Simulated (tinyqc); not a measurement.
Inside a calculation. Method: Pariser-Parr-Pople SCF with singles CI, for the molecule C=CC=CC=CC=C (SMILES; centres numbered as the heavy atoms are written). One step of it, computed by the program tinyqc.

Problem. Iteration 2: orbitals and new P. Diagonalise F (the basis is taken as orthonormal) and form P = 2 sum c c over the lowest orbitals.

F (eV), lower triangle:
```
,1C,2C,3C,4C,5C,6C,7C,8C
1C,-6.080000
2C,-4.716673,-6.080000
3C,0.000000,-3.573098,-6.080000
4C,0.508181,0.000000,-4.470752,-6.080000
5C,0.000000,0.117398,0.000000,-3.659910,-6.080000
6C,-0.223419,0.000000,0.476050,0.000000,-4.470752,-6.080000
7C,0.000000,-0.023381,0.000000,0.117398,0.000000,-3.573098,-6.080000
8C,0.127592,0.000000,-0.223419,0.000000,0.508181,0.000000,-4.716673,-6.080000
```

pi electrons, sum of z_r less the charge = 8

Give: orbital energies; P after iteration 2.

Solution.

orbital energies (eV): -13.4180  -12.4355  -10.8601  -8.7629  -3.3971  -1.2999  0.2755  1.2580

P after iteration 2, lower triangle:
```
,1C,2C,3C,4C,5C,6C,7C,8C
1C,1.0000
2C,0.8995,1.0000
3C,0.0000,0.4303,1.0000
4C,-0.3496,0.0000,0.8123,1.0000
5C,0.0000,-0.0728,0.0000,0.4611,1.0000
6C,0.2140,0.0000,-0.3304,0.0000,0.8123,1.0000
7C,0.0000,0.0204,0.0000,-0.0728,0.0000,0.4303,1.0000
8C,-0.1510,0.0000,0.2140,0.0000,-0.3496,0.0000,0.8995,1.0000
```
